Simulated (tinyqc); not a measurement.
Double-gate transistor below threshold, two-dimensional Poisson equation on a small mesh: one step of the calculation.

Half of a symmetric double-gate structure: row 0 is the mid-plane of the body, where the normal field vanishes. Mobile charge is neglected (subthreshold), the body is fully depleted, and potentials are counted from the intrinsic level; rows run upward to the gate, columns from source to drain.

Problem. Barrier, swing and barrier lowering. The barrier is read along row 0, the path farthest from the gate. Take the node j of lowest psi: barrier Vbi - psi_j; swing Vt ln 10/(d psi_j/dVg); DIBL = (d psi_j/dVd)/(d psi_j/dVg). The derivatives solve the same equations with s = 0 and a unit change of that voltage.

Parameters, values chosen for the exercise: temperature T = 400 K; potential of the source Vbi = 0.54 V.

Constants: q = 1.602176634e-19 C, kB = 1.380649e-23 J/K, Vt = kB T/q. Results are converted to the units shown.

converged psi (V):
```
               j=0          j=1          j=2          j=3          j=4          j=5
row 0   0.54000000   0.25716881   0.12262087   0.12958438   0.28147285   0.59000000
row 1   0.54000000   0.21329802   0.08075358   0.08670717   0.23513004   0.59000000
row 2   0.54000000   0.05454111  -0.04306521  -0.04047139   0.06662920   0.59000000
row 3   0.21000000  -0.02108082  -0.07765819  -0.07619444  -0.01419018   0.23500000
row 4  -0.12000000  -0.12000000  -0.12000000  -0.12000000  -0.12000000  -0.12000000
```

d psi/dVg on row 0: j=0 0.00000000, j=1 0.43164843, j=2 0.64072610, j=3 0.64072610, j=4 0.43164843, j=5 0.00000000
d psi/dVd on row 0: j=0 0.0000000, j=1 0.0411354, j=2 0.1100019, j=3 0.2492720, j=4 0.5272162, j=5 1.0000000

Find: j; barrier; swing; DIBL.

Solution.

j = 2
barrier = 0.41738 V
swing = 123.87 mV/decade
DIBL = 171.68 mV/V

Computed by the program tinyqc: `OMP_NUM_THREADS=1 python tinyqc.py 2480008 2480009 out.jsonl`, one thread of a shared Intel Xeon 2.30GHz, about 0.09 s for the whole run.
